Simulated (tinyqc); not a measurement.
Stacked nanosheet transistor, parasitic resistance, capacitance and delay: two steps of the calculation.

Ns sheets share one contact on top; each has perimeter p = 2 (Ws + ts) and cross-section A = Ws ts; contact width Wc = Ws + 10 nm, stack height Hs = Ns pv. Sheet 1 is the top one. Contact length Lc = CPP - Lg - 2 Lsp, shared by two neighbouring gates. Source and drain sides are equal. The formulas are first-order estimates, not field solutions.

Inputs (values chosen for the exercise); values close to those of silicon logic devices: number of sheets Ns = 4; sheet width Ws = 30 nm; sheet thickness ts = 6 nm; vertical pitch of the sheets pv = 16 nm; contacted gate pitch CPP = 70 nm; gate length Lg = 18 nm; spacer length Lsp = 7 nm; relative permittivity of the spacer ks = 3.3; gate height above the channel stack Hc = 30 nm; contact resistivity rc = 1.2e-9 ohm cm^2; resistivity of the source-drain epitaxy re = 0.00052 ohm cm; current-carrying depth of the epitaxy te = 20 nm; resistivity of the extension rx = 0.00079 ohm cm; gate overlap Lov = 1 nm; inversion capacitance Cinv = 2.3 uF/cm^2; wire load Cw = 0.15 fF.

Constants: eps0 = 8.8541878128e-12 F/m. Results are converted to the units shown.

Question 1. Geometry and resistances. Epitaxy sheet resistance Rsh = re/te, transfer length LT = sqrt(rc/Rsh), contact Rc = [sqrt(rc Rsh)/Wc] coth(Lc/(2 LT)); extension of one sheet Rx = rx Lsp/A. Effective width N p; for equal currents and rv = 0 one side has Rc + Rx/N.

Give: Lc; effective width; Rsh; LT; Rc; Rx; one side times effective width.

Answer 1.

Lc = 38.00 nm
effective width = 288.0 nm
Rsh = 260.0 ohm
LT = 21.48 nm
Rc = 197.1 ohm
Rx = 307.2 ohm
one side times effective width = 78.87 ohm um

Question 2. Capacitances. With N sheets: gate Cg = Cinv p N Lg; per side, plate Cp = ks eps0 [Wc (Hs + Hc) - N A]/Lsp, top fringe Cf = (2/pi) ks eps0 Wc ln(1 + Lg/(2 Lsp)), overlap Co = Cinv p N Lov. Cs = Cp + Cf + Co. An inverter of two such devices driving an equal one has the load CL = 2 (Cg + 2 Cs) + 4 Cs + Cw (its own drains counted twice for the Miller effect).

Wanted: Cg; Cp; Cf; Co; CL.

Answer 2.

Cg = 119.2 aF
Cp = 12.69 aF
Cf = 0.6151 aF
Co = 6.624 aF
CL = 547.9 aF

The channel capacitance gives 43.5 % of CL, the parasitic parts 29.1 % and the wire 27.4 %.

Program tinyqc, `OMP_NUM_THREADS=1 python tinyqc.py 2170047 2170048 out.jsonl`; Intel Xeon 2.30GHz, shared host, one thread, about 0.07 s.
